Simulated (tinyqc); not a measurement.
Dopants and charged point defects at anneal temperature: Fermi-level effect, clustering and pairing: one step, computed by the program tinyqc.

Boltzmann statistics and full ionisation of active dopants. Energies are counted from the valence band; the defect (a vacancy or self-interstitial) has five charge states, with all degeneracy factors one.

Problem. Dopant diffusivity. If every charge state of the defect carries the dopant equally well, D = D_i x enhancement x h x (active share A/N, a rough stand-in that overstates the dA/dN which immobile clusters call for), D_i being an input held fixed when T or H_f is moved; diffusion length 2 sqrt(D t).

Inputs (values chosen for the exercise, with bands modelled on InP):

| quantity | value | unit |
|---|---|---|
| anneal temperature T | 1010 | K |
| total dopant density N | 6e+18 | cm^-3 |
| intrinsic dopant diffusivity D_i | 1.7e-14 | cm^2/s |
| anneal time t | 10 | s |

Dopant: donor. Second part: pairing with a mobile impurity.

enhancement over intrinsic = 14608.81

field enhancement h = 1.999960

active density A = 6.00e+18 cm^-3

Give: effective diffusivity D; D/D_i; diffusion length.

Solution.

effective diffusivity D = 4.967e-10 cm^2/s

D/D_i = 29217

diffusion length = 1410 nm

Caution: the carrier density exceeds the effective density of states, where Boltzmann statistics understate the shift of E_F and so the density of charged defects (gap narrowing, also left out, works the other way). Caution: so large an enhancement assumes that highly charged defects carry the dopant as well as neutral ones; measured enhancements are far smaller.
